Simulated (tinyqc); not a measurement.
Resistance of a source-drain extension with a graded tip: two steps of the calculation.

y runs along the channel, the gate covers y > 0. The doping is N0 for y < y0 and N0 10^(-(y - y0)/la) beyond, uniform over the depth xj. Sheet conductance s(y) = q mu(N) max(N - Nch, 0) xj + (for y > 0) ma Cox Vo, with mu(N) = u0 + (u1 - u0)/(1 + (N/Nr)^au) and Cox = eps0 eox/tox. Current is taken as one-dimensional; depletion of the tip, spreading and the contact are left out. The metallurgical junction lies at yj, where N = Nch.

Parameters, values chosen for the exercise; mobility law close to that of electrons in silicon: relative permittivity of the gate insulator (close to silicon dioxide) eox = 3.9; insulator thickness tox = 4 nm; active doping of the extension far from the gate N0 = 2.5e20 cm^-3; lateral abruptness la = 3.9 nm/decade; position under the gate where the fall begins (gate edge at 0) y0 = 2.6 nm; depth of the extension xj = 14 nm; channel doping Nch = 1.2e18 cm^-3; gate overdrive Vo = 0.32 V; mobility of the gate-induced layer ma = 240 cm^2/(V s); mobility at low doping u1 = 1414 cm^2/(V s); mobility at high doping u0 = 68.5 cm^2/(V s); reference doping Nr = 9.2e16 cm^-3; exponent au = 0.711; gate length Lg = 90 nm.

Constants: q = 1.602176634e-19 C, eps0 = 8.8541878128e-14 F/cm where lengths are in cm. Results are converted to the units shown.

Problem 1. Sheet resistances and junction position. yj = y0 + la log10(N0/Nch); sheet resistance of the full extension 1/[q mu(N0)(N0 - Nch) xj] and of the gate-induced layer 1/(ma Cox Vo); metallurgical length Lg - 2 yj; ye is where the doped and the gate-induced conductances are equal.

Give: yj; sheet resistance of the extension; sheet resistance of the induced layer; metallurgical length; ye; N at ye.

Solution 1.

yj = 11.643 nm
sheet resistance of the extension = 244.30 ohm/square
sheet resistance of the induced layer = 15083 ohm/square
metallurgical length = 66.714 nm
ye = 10.157 nm
N at ye = 2.8851e18 cm^-3

The gate takes over 1.49 nm before the junction, where N is still 2.40 times the channel doping.

Problem 2. Resistance of the overlapped part. Midpoint rule on 8 equal steps from 0 to yj: R_ov = sum h/s(y), per width.

Give: y; N; doped conductance; sheet resistance; R_ov.

Solution 2.

```
point,y (nm),N (cm^-3),doped conductance (uS),sheet resistance (ohm/square)
0,0.7277,2.500e20,4093,240.4
1,2.183,2.500e20,4093,240.4
2,3.638,1.354e20,2287,424.9
3,5.094,5.734e19,1035,907.7
4,6.549,2.428e19,484.4,1816
5,8.005,1.028e19,232.2,3350
6,9.460,4.355e18,106.1,5801
7,10.92,1.844e18,30.51,1.033e4
```

R_ov = 33.63 ohm um

Program tinyqc, `OMP_NUM_THREADS=1 python tinyqc.py 2282033 2282034 out.jsonl`; Intel Xeon 2.30GHz, shared host, one thread, about 0.07 s.
